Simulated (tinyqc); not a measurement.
Changing the grain-boundary energy gamma_b: capillary instabilities by surface diffusion: grooving and agglomeration of films, edge retraction, wire break-up and smoothing of roughness. Computed by tinyqc, a small Python program. Command: `OMP_NUM_THREADS=1 python tinyqc.py 3006067 3006068 out.jsonl dewet sweep`. One thread of a shared host (Intel(R) Xeon(R) Processor @ 2.30GHz), about 0.01 s of CPU time with the checks.

Isotropic surface energy; shapes change by surface diffusion alone.

Inputs (values chosen for the exercise, of the order of those of a gold film):
```
quantity,value,unit
surface energy gamma_s,1.38,J/m^2
atomic volume Omega,17,angstrom^3
surface sites nu,14,1/nm^2
prefactor D0,1.9e-05,m^2/s
activation energy Q,0.916,eV
temperature T,535,K
time t,1400,s
film thickness h,11,nm
grain radius R,170,nm
```

Grooves: at the surface only.

Constants: k_B = 8.617333262e-05 eV/K; k_B = 1.380649e-23 J/K.

Method:
- B = D_s nu gamma_s Omega^2/(k_B T), D_s = D0 exp(-Q/(k_B T)).
- Groove angle beta: sin(beta) = gamma_b/(2 gamma). For circular grains of radius R with spherical caps the groove ends (measured from the mean surface) at the depth R g(beta), g = (2 - 3 cos beta + cos^3 beta)/(3 sin^3 beta). The film parts if R g(beta_s) > h.
- Mullins' isolated groove: depth below the flat surface d = 0.780 m (B t)^(1/4), m = tan(beta_s), width between the ridges 4.6 (B t)^(1/4); time to reach h: (h/(0.780 m))^4/B.

One run for each value:
```
grain-boundary energy gamma_b (J/m^2),critical R/h,beta_s (degrees),time to reach the substrate (s)
0.138,79.93,2.87,1.865e+05
0.256,43.00,5.32,1.556e+04
0.375,29.26,7.81,3.312e+03
0.493,22.15,10.29,1.079e+03
0.611,17.77,12.79,4.412e+02
0.848,12.60,17.89,1.078e+02
0.966,10.95,20.49,6.012e+01
```

Give the missing row, grain-boundary energy gamma_b (J/m^2) = 0.729.

Computed row:
```
grain-boundary energy gamma_b (J/m^2)  critical R/h  beta_s (degrees)  time to reach the substrate (s)
0.729                                         14.79             15.32                        2.083e+02
```

Interpolating between the two neighbouring rows (the first column on a logarithmic scale, the others too where they are positive) misses most in time to reach the substrate (s), by 0.85 %. Over the rows, critical R/h falls from 79.9 to 10.9 (exponent d ln y / d ln x -1.0 between the first rows and -1.1 between the last); beta_s (degrees) rises from 2.87 to 20.5 (exponent d ln y / d ln x about 1.0 throughout); time to reach the substrate (s) falls from 187000 to 60.1 (exponent d ln y / d ln x -4.0 between the first rows and -4.5 between the last). At the low end the exponent of critical R/h is -1.00, close to -1: g is about beta/4 for small angles.

Caution (rows 0.138, 0.256, 0.375, 0.493, 0.611): the grains are too small for the surface groove ever to reach the depth h.
